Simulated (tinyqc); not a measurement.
Worked calculation: five-level k.p model folded onto the conduction band. Values are carried at full precision from step to step, so a last printed digit may differ when a step is redone from the rounded ones.

Second-order sums for the lowest conduction level at E: 1/m = 1 + Cm + (Ep/3)(2/E + 1/(E + Dso)) - (Ep2/3)(2/(E7 + D2 - E) + 1/(E7 - E)); g/2 = 1 + Cg - (Ep/3)(1/E - 1/(E + Dso)) - (Ep2/3)(1/(E7 - E) - 1/(E7 + D2 - E)). E is counted from the top of the valence band; E = Eg at the edge.

Constants: hbar^2/2m0 = 3.80998211 eV angstrom^2.

Values chosen for the exercise (near those of CdTe; not measured data):
- Eg = 1.608 eV (gap at Gamma to the s-like level)
- Dso = 0.934 eV (spin-orbit splitting)
- Ep = 18.7 eV (Kane energy)
- E7 = 5.23 eV (upper Gamma7 conduction level, from the valence top)
- D2 = 0.33 eV (its spin-orbit splitting, Gamma8 above Gamma7)
- Ep2 = 2.2 eV (Kane energy to the upper levels)
- Cm = -0.5 (remote term in 1/m)
- Cg = 0 (remote term in g/2)
- k = 0.05 1/angstrom (wave vector along z)

## Mass and g factor term by term

Evaluate at E = Eg.

Terms:

| level | part of 1/m | part of g |
|---|---|---|
| free + remote | 0.5000 | 2.0000 |
| Gamma8 valence | 7.7529 | -7.7529 |
| Gamma7 valence | 2.4521 | 4.9043 |
| Gamma8 upper | -0.3711 | 0.3711 |
| Gamma7 upper | -0.2025 | -0.4049 |

m = 0.0987 m0
g = -0.882

The valence levels give 10.21 to 1/m and the upper levels take 0.57 away. In g the two valence terms nearly cancel when Dso is small against Eg; here Dso/Eg = 0.58 and they leave -2.849, the upper pair -0.034.

## The matrix at one k

For k along z and one spin sector the level c couples to four states. With c0 = hbar^2/2m0, P = sqrt(Ep c0), P2 = sqrt(Ep2 c0): diagonal Eg + (1 + Cm) c0 k^2 for c, and 0, -Dso, E7 + D2, E7 for lh, so, G8 up, G7 up (their own dispersion is left out); couplings of c: sqrt(2/3) P k to lh, sqrt(1/3) P k to so, sqrt(2/3) P2 k to G8 up, sqrt(1/3) P2 k to G7 up (phases chosen real).

Fill in the matrix.

H (eV):
```
             c       lh        so    G8 up    G7 up
c      1.61276  0.34459   0.24366  0.11819  0.08358
lh     0.34459        0         0        0        0
so     0.24366        0  -0.93400        0        0
G8 up  0.11819        0         0  5.56000        0
G7 up  0.08358        0         0        0  5.23000
```

## Exact folding onto c

Solve E = H_cc + S(E), S(E) = sum_j H_cj^2/(E - H_jj), from E = H_cc, by plain substitution and by Newton steps on E - H_cc - S(E). The weight of c in the state is Z = 1/(1 - dS/dE). The exact level is the third eigenvalue of H from below.

Iterates (eV):

| step | substitution | Newton |
|---|---|---|
| 0 | 1.61276 | 1.61276 |
| 1 | 1.70423 | 1.69936 |
| 2 | 1.69934 | 1.69958 |
| 3 | 1.69959 | 1.69958 |
| 4 | 1.69958 | 1.69958 |
| 5 | 1.69958 | 1.69958 |
| 6 | 1.69958 | 1.69958 |
| 7 | 1.69958 | 1.69958 |

exact level = 1.69958 eV
Z = 0.9513

Substitution multiplies the error by about dS/dE = 1 - 1/Z = -0.051 a step, so it alternates; after 7 steps it is off by 8.3e-11 eV, while Newton is within 1e-5 eV from step 2 on.

## Loewdin series

Expanding E = H_cc + S(E) about Eg in powers of k^2, with s_n = sum_j H_cj^2/(Eg - H_jj)^n: order k^2: e2 = (1 + Cm) c0 k^2 + s1; order k^4: e4 = -s2 e2; order k^6: e6 = s3 e2^2 + s2^2 e2.

Give each order and the partial sums, counted from Eg.

s1 (eV), s2 (no unit), s3 (1/eV); (1 + Cm) c0 k^2 is H_cc - Eg: 0.09174  0.05654  0.03180

e2, e4, e6 (eV): 0.09650  -0.00546  0.00060

partial sums (eV): 0.09650  0.09105  0.09165

The exact value is 0.09158 eV; the errors of the partial sums are +4.93, -0.53 and +0.07 meV.

## Checks

- Curvature of the exact level at small k against the sum for 1/m: both 10.131.

Computed by tinyqc, a small Python program: `OMP_NUM_THREADS=1 python tinyqc.py 1081478 1081479 out.jsonl` (the numbers bound the seed that draws the inputs); one thread of a shared host (Intel(R) Xeon(R) Processor @ 2.30GHz), about 0.01 s for the whole set of steps.
